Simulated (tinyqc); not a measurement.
# Elastic trap-assisted tunnelling through a dielectric: what changes with what

Emitter at x = 0 (Fermi level 0), collector at x = t (Fermi level -V), band edge U(x) = phi - F x, F = V/t. A trap at x has the energy E = U(x) - Et. With G(u) = (4/(3 F)) sqrt(mo/C) max(u, 0)^1.5, C = hbar^2/(2 m0): S1 = G(phi - E) - G(Et), S2 = G(Et) - G(phi - V - E), T1,2 = exp(-S1,2). The steady rate through one trap is nu T1 T2 (f1 - f2)/(T1 + T2), f1 = f(E), f2 = f(E + V), f(y) = 1/(1 + exp(y/Vt)); both contacts offer states at E.

Values chosen for this exercise; dielectric values close to those of silicon dioxide:

| symbol | value | unit | meaning |
|---|---|---|---|
| T | 350 | K | temperature |
| phi | 3.1 | eV | barrier above the emitter Fermi level |
| mo | 0.49 | m0 | tunnelling mass |
| t | 5.7 | nm | thickness |
| Et | 2.79 | eV | trap depth below the band edge of the dielectric |
| Nt | 2.4e17 | cm^-3 | trap density |
| nu | 1e13 | 1/s | attempt frequency |
| V | 1.92 | V | voltage |

Constants: q = 1.602176634e-19 C, kB = 1.380649e-23 J/K, hbar = 1.054571817e-34 J s, m0 = 9.1093837015e-31 kg, Vt = kB T/q, hbar^2/(2 m0) = 0.0380998212 eV nm^2. Results are converted to the units shown.

Each table varies one quantity; the others keep the values above.

## Effect of the thickness at fixed voltage

J = q Nt times the integral of the rate over x. Direct S = (4/(3 F)) sqrt(mo/C) [phi^1.5 - max(phi - V, 0)^1.5].

Results:
```
t (nm)	J (A/cm^2)	x of the peak over t	larger S there	direct S
2.5	0.00235	0.449	14.8	26.0
3.4	1.19e-5	0.451	20.1	35.4
4.4	3.38e-8	0.452	26.0	45.8
5.3	1.72e-10	0.453	31.2	55.1
6.2	8.74e-13	0.453	36.5	64.5
7.1	4.45e-15	0.453	41.8	73.8
9	6.42e-20	0.454	52.9	93.6
```

Estimate the missing row, t = 8.1 nm.

Computed row:
```
t (nm)	J (A/cm^2)	x of the peak over t	larger S there	direct S
8.1	1.26e-17	0.454	47.7	84.2
```

With this row back in the table: J falls from 0.00235 to 6.42e-20 A/cm^2, on average 2.55 decades a nanometre, against 4.52 for the direct exponent: trap-assisted leakage falls more slowly, so it gains on direct tunnelling as the layer thickens.

## Current against voltage

Same model as above.

Current against voltage:
```
V (V)	J (A/cm^2)	x of the peak over t	larger S there	direct S
0.3	3.58e-14	0.495	34.2	70.2
0.96	8.94e-12	0.477	34.1	66.1
1.61	1.29e-11	0.461	33.8	61.6
2.27	2.31e-11	0.443	33.3	56.5
2.92	5.47e-11	0.424	32.6	50.2
3.58	2.24e-10	0.400	31.5	41.6
4.23	6.42e-9	0.363	29.8	35.2
4.89	3.12e-7	0.157	26.0	30.4
5.54	5.80e-6	0.133	22.9	26.9
6.2	5.95e-5	0.114	20.5	24.0
```

J rises from 3.58e-14 to 5.95e-5 A/cm^2, by 3.63 decades a volt between the first two rows and 1.53 between the last two. The position of the peak falls from 0.495 to 0.114 of t; only traps beyond x/t = (phi - Et)/V lie below the emitter Fermi level, with phi - Et = 0.310 eV. It jumps from 0.363 to 0.157 between V = 4.23 and 4.89 V. For V = 6.2 the field exceeds 10 MV/cm.

Range of the model: Phonon-assisted (inelastic) capture, chains of traps and a spread of trap depths are left out.

Numbers from tinyqc (`OMP_NUM_THREADS=1 python tinyqc.py 2370138 2370139 out.jsonl`; about 0.05 s on one thread of a shared Intel Xeon 2.30GHz).
